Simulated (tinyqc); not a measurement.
Changing the film thickness h: thermal stress, cracking, delamination and buckling of a thin film; Griffith cracks and misfitting inclusions. Computed by tinyqc, a small Python program. Command: `OMP_NUM_THREADS=1 python tinyqc.py 3016844 3016845 out.jsonl filmcrack sweep`. One thread of a shared host (Intel(R) Xeon(R) Processor @ 2.30GHz), about 0.01 s of CPU time with the checks.

Isotropic linear elasticity; the substrate is much thicker than the film; stress is positive in tension.

Inputs (values chosen for the exercise, modelled on a silicon nitride film on silicon):

| quantity | value | unit |
|---|---|---|
| film Young's modulus E | 255 | GPa |
| film Poisson ratio nu | 0.25 | - |
| film expansion alpha_f | 3.36 | 1e-6/K |
| substrate expansion alpha_s | 3.5 | 1e-6/K |
| deposition temperature T_d | 525 | K |
| final temperature T | 300 | K |
| intrinsic stress | 630 | MPa |
| film toughness Gamma_f | 16.2 | J/m^2 |
| interface toughness Gamma_i | 5.2 | J/m^2 |
| substrate Young's modulus E_s | 146 | GPa |
| substrate Poisson ratio nu_s | 0.23 | - |

Method:
- Thermal strain = (alpha_f - alpha_s)(T_d - T); stress = E/(1 - nu) x strain + intrinsic stress; plane-strain modulus Ebar = E/(1 - nu^2); G0 = stress^2 h/(2 Ebar) is the energy freed per area when a long strip loses its stress across its width.
- Dundurs alpha = (Ebar - Ebar_s)/(Ebar + Ebar_s), with Ebar_s = E_s/(1 - nu_s^2). The channel-crack factor is taken as g = 1.258 (1 - alpha)^(-0.7), a rough interpolation chosen for the exercise (1.258 is the value for matched materials).
- Channel crack through the film: G = pi g G0, critical thickness where G = Gamma_f. Steady delamination from an edge: G = G0, critical thickness where G = Gamma_i.

One run for each value:

| film thickness h (micrometre) | G0 (J/m^2) | driving force for channelling (J/m^2) |
|---|---|---|
| 0.03 | 2.1150e-02 | 1.0484e-01 |
| 0.062 | 4.3710e-02 | 2.1668e-01 |
| 0.13 | 9.1650e-02 | 4.5433e-01 |
| 0.26 | 1.8330e-01 | 9.0866e-01 |
| 0.55 | 3.8775e-01 | 1.9222e+00 |
| 1.1 | 7.7550e-01 | 3.8443e+00 |
| 2.3 | 1.6215e+00 | 8.0381e+00 |
| 4.8 | 3.3840e+00 | 1.6775e+01 |
| 10 | 7.0500e+00 | 3.4948e+01 |

Over the rows, G0 (J/m^2) rises from 0.0212 to 7.05 (exponent d ln y / d ln x about 1.0 throughout); driving force for channelling (J/m^2) rises from 0.105 to 34.9 (exponent d ln y / d ln x about 1.0 throughout). The exponent of G0 stays at 1: stored energy per area. Rows above the film toughness of 16.2 J/m^2 crack: 2 of 9.

Extremes, crossings and ranges named in words are read from the listed rows.
